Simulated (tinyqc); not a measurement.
Gated two-dimensional channel with two bands, quantum capacitance: two steps of the calculation.

phi is the Fermi level above the lowest band edge, in volts; Vg is counted from the gate voltage at which an empty channel would have phi = 0. The channel has no thickness; trap charge is -q Dit phi.

Values chosen for this exercise; lowest band close to that of a thin InAs body: temperature T = 400 K; relative permittivity of the gate insulator (close to silicon dioxide) eox = 3.9; insulator thickness tox = 14 nm; in-plane mass md = 0.0363 m0; valley degeneracy gv = 1; in-plane mass of a second band, chosen freely m2 = 0.049 m0; valley degeneracy of that band, chosen freely g2 = 1; second band edge above the first E2 = 0.16 eV; density of traps Dit = 0 cm^-2 eV^-1; gate voltage Vg = 1.16 V.

Constants: q = 1.602176634e-19 C, kB = 1.380649e-23 J/K, hbar = 1.054571817e-34 J s, m0 = 9.1093837015e-31 kg, Vt = kB T/q, eps0 = 8.8541878128e-14 F/cm where lengths are in cm. Results are converted to the units shown.

Task 1. Gate capacitance. Cox = eps0 eox/tox.

Give: Cox.

Result 1.

Cox = 0.2467 uF/cm^2

Task 2. New phi. D1 = gv md m0 q/(pi hbar^2), D2 = g2 m2 m0 q/(pi hbar^2) per eV; n1 = D1 Vt ln(1 + exp(phi/Vt)), n2 = D2 Vt ln(1 + exp((phi - E2)/Vt)), n = n1 + n2; Cq = q dn/dphi = q [D1/(1 + exp(-phi/Vt)) + D2/(1 + exp((E2 - phi)/Vt))]. Newton: f = phi + q (n + Dit phi)/Cox - Vg, phi(new) = phi - f/(1 + (Cq + q Dit)/Cox).

phi after iteration 1 = 0.13581631 V
Cox = 0.24665237 uF/cm^2

Give: n1; n2; Cq; f; phi after iteration 2.

Result 2.

n1 = 2.0695e12 cm^-2
n2 = 2.8409e11 cm^-2
Cq = 3.4702 uF/cm^2
f = 0.50466 V
phi after iteration 2 = 0.10233 V

Program tinyqc, `OMP_NUM_THREADS=1 python tinyqc.py 2200046 2200047 out.jsonl`; Intel Xeon 2.30GHz, shared host, one thread, about 0.01 s.
